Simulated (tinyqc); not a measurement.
Intrinsic and extrinsic failures together.

All devices wear out with slope 3.8 and scale t63; the share 0.1 also has a flaw with slope 0.36 and scale 0.1 t63: 1 - F = exp(-(t/t63)^3.8) [1 - 0.1 + 0.1 exp(-(t/(0.1 t63))^0.36)]. W = ln(-ln(1 - F)); the local slope is dW/d ln t.

Inputs (values chosen for the exercise):

| symbol | value | unit | meaning |
|---|---|---|---|
| t63 | 92 | s | characteristic time of a test capacitor |

Result of one run:

| t (s) | F | W | local slope | F of wear-out alone |
|---|---|---|---|---|
| 3 | 0.04873 | -2.997 | 0.2596 | 2.242e-6 |

What becomes of these results when the time t is changed from 3 to 0.0047 s, all else the same?

Result of the changed run:

| t (s) | F | W | local slope | F of wear-out alone |
|---|---|---|---|---|
| 0.0047 | 0.006322 | -5.060 | 0.3495 | 4.916e-17 |

The whole series:

| t (s) | F | W | local slope | F of wear-out alone |
|---|---|---|---|---|
| 0.0013 | 0.004029 | -5.512 | 0.3534 | 3.720e-19 |
| 0.0047 | 0.006322 | -5.060 | 0.3495 | 4.916e-17 |
| 0.017 | 0.009855 | -4.615 | 0.3433 | 6.506e-15 |
| 0.062 | 0.01524 | -4.176 | 0.3336 | 8.886e-13 |
| 0.23 | 0.02328 | -3.748 | 0.3181 | 1.295e-10 |
| 0.83 | 0.03434 | -3.354 | 0.2947 | 1.699e-8 |
| 3 | 0.04873 | -2.997 | 0.2596 | 2.242e-6 |
| 11 | 0.06587 | -2.686 | 0.2250 | 3.125e-4 |
| 41 | 0.1236 | -2.026 | 1.428 | 0.04531 |
| 150 | 0.9985 | 1.873 | 3.744 | 0.9984 |

The local slope goes from 0.353 through a minimum of 0.225 (at t = 11 s among the rows listed) to 3.74. At early times the flawed share sets F, 1.08e16 times the wear-out value in the first row, so a line fitted to the steep upper part says nothing about low percentiles.

Computed by the program tinyqc: `OMP_NUM_THREADS=1 python tinyqc.py 2070141 2070142 out.jsonl`, one thread of a shared Intel Xeon 2.30GHz, about 0.01 s for the whole run.
